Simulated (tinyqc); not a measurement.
# Voltage drop against the resistance from a pad node to the supply

A grid of 13 by 13 nodes with segments Rx (rows) and Ry (columns); every node draws I1 and the central node kh I1; pads with resistance Rp sit at the nodes whose row and column are multiples of the pitch, counting from 0. The drops u = Vdd - V follow from G u = i, with G the conductance matrix and i the load currents, solved directly. Here the pitch is 6.

Inputs (values chosen for the exercise): supply voltage Vdd = 0.75 V; resistance of a horizontal segment Rx = 1 ohm; resistance of a vertical segment Ry = 0.12 ohm; factor on the load at the hot node kh = 1; load current of a node in the large grid I1 = 0.9 mA.

Result of one run:
```
pads,worst drop (mV),mean drop (mV),largest drop at a pad (mV),largest pad current (mA),worst drop over Vdd (%)
9,5.5186,3.8600,0.44331,29.554,0.73581
```

Which resistance from a pad node to the supply Rp gave this result: 0.015, 0.03, 0.12 or 0.48 ohm?

Rp = 0.015 ohm.

The whole series:
```
Rp (ohm),pads,worst drop (mV),mean drop (mV),largest drop at a pad (mV),largest pad current (mA),worst drop over Vdd (%)
0.0075,9,5.3742,3.7189,0.22502,30.003,0.71656
0.015,9,5.5186,3.8600,0.44331,29.554,0.73581
0.03,9,5.8047,4.1400,0.86278,28.759,0.77396
0.06,9,6.3680,4.6927,1.6489,27.482,0.84907
0.12,9,7.4703,5.7780,3.0838,25.699,0.99604
0.24,9,9.6199,7.9035,5.6650,23.604,1.2827
0.48,9,13.818,12.073,10.342,21.546,1.8424
```

The worst drop rises from 5.37 to 13.8 mV and the mean drop rises from 3.72 to 12.1 mV. The worst drop goes as Rp^(0.04) between the first two rows and Rp^(0.52) between the last two. The central node is itself a pad.

tinyqc, about 0.07 s, one thread, Intel Xeon 2.30GHz (shared host): `OMP_NUM_THREADS=1 python tinyqc.py 2770190 2770191 out.jsonl`
